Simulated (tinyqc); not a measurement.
From results back to parameters: bond-orbital model of a tetrahedral semiconductor (Harrison's universal couplings). Three cases, with inputs chosen for the exercise.

Problem. In the bond-orbital model the bond-antibond splitting is 2 sqrt(V2^2 + V3^2), Z* = 4 ap - (Z - 4) with ap = V3/sqrt(V2^2 + V3^2), and V2 = 3.22 x 2c/d^2, c = hbar^2/2m0. The values below come from a hidden bond length and V3.

Constants: hbar^2/2m0 = 3.80998211 eV angstrom^2.

Case 1.

Values chosen (out of a larger set: near tabulated values for GaSb; the model gives trends, and its gaps can be far from the real ones; not measured data): Z = 5 (valence electrons of the anion).

splitting = 7.64567 eV
Z* = 0.62314 e

Case 2.

Values chosen (out of a larger set: near tabulated values for GaN; the model gives trends, and its gaps can be far from the real ones; not measured data): Z = 5 (valence electrons of the anion).

splitting = 16.22727 eV
Z* = 1.42493 e

Case 3.

Values chosen (out of a larger set: near tabulated values for AlN; the model gives trends, and its gaps can be far from the real ones; not measured data): Z = 5 (valence electrons of the anion).

splitting = 16.98153 eV
Z* = 1.30309 e

Find: V2, V3; d.

Solution. ap = (Z* + Z - 4)/4; V3 = ap times half the splitting, V2 = sqrt(1 - ap^2) times it, and d = sqrt(6.44 c/V2).

Case 1.

V2, V3 (eV): 3.494  1.551

d = 2.650 angstrom

Case 2.

V2, V3 (eV): 6.453  4.919

d = 1.950 angstrom

Case 3.

V2, V3 (eV): 6.942  4.889

d = 1.880 angstrom

Computed by tinyqc, one run a case: `OMP_NUM_THREADS=1 python tinyqc.py N N+1 out.jsonl` with N = 1452221, 1452231, 1452283; one thread of a shared Intel(R) Xeon(R) Processor @ 2.30GHz, about 0.01 s a run at most.
